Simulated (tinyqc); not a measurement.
Resistance of a source-drain extension with a graded tip: one step of the calculation.

y runs along the channel, the gate covers y > 0. The doping is N0 for y < y0 and N0 10^(-(y - y0)/la) beyond, uniform over the depth xj. Sheet conductance s(y) = q mu(N) max(N - Nch, 0) xj + (for y > 0) ma Cox Vo, with mu(N) = u0 + (u1 - u0)/(1 + (N/Nr)^au) and Cox = eps0 eox/tox. Current is taken as one-dimensional; depletion of the tip, spreading and the contact are left out. The metallurgical junction lies at yj, where N = Nch.

Problem. Resistance of the overlapped part. Midpoint rule on 8 equal steps from 0 to yj: R_ov = sum h/s(y), per width.

Parameters, values chosen for the exercise; mobility law close to that of electrons in silicon: relative permittivity of the gate insulator (close to silicon dioxide) eox = 3.9; insulator thickness tox = 4 nm; active doping of the extension far from the gate N0 = 8.1e19 cm^-3; lateral abruptness la = 5.6 nm/decade; position under the gate where the fall begins (gate edge at 0) y0 = 1.5 nm; depth of the extension xj = 12 nm; channel doping Nch = 9.8e17 cm^-3; gate overdrive Vo = 0.48 V; mobility of the gate-induced layer ma = 190 cm^2/(V s); mobility at low doping u1 = 1414 cm^2/(V s); mobility at high doping u0 = 68.5 cm^2/(V s); reference doping Nr = 9.2e16 cm^-3; exponent au = 0.711.

Constants: q = 1.602176634e-19 C, eps0 = 8.8541878128e-14 F/cm where lengths are in cm. Results are converted to the units shown.

Wanted: y; N; doped conductance; sheet resistance; R_ov.

Solution.

```
point  y (nm)  N (cm^-3)  doped conductance (uS)  sheet resistance (ohm/square)
0      0.7648   8.100e19                    1219                          770.4
1       2.294   5.843e19                   906.2                           1015
2       3.824   3.115e19                   519.5                           1672
3       5.354   1.661e19                   303.9                           2613
4       6.883   8.856e18                   180.0                           3865
5       8.413   4.721e18                   104.8                           5450
6       9.942   2.517e18                   54.78                           7490
7       11.47   1.342e18                   16.90                        1.046e4
```

R_ov = 50.99 ohm um

tinyqc, about 0.03 s, one thread, Intel Xeon 2.30GHz (shared host): `OMP_NUM_THREADS=1 python tinyqc.py 2282073 2282074 out.jsonl`
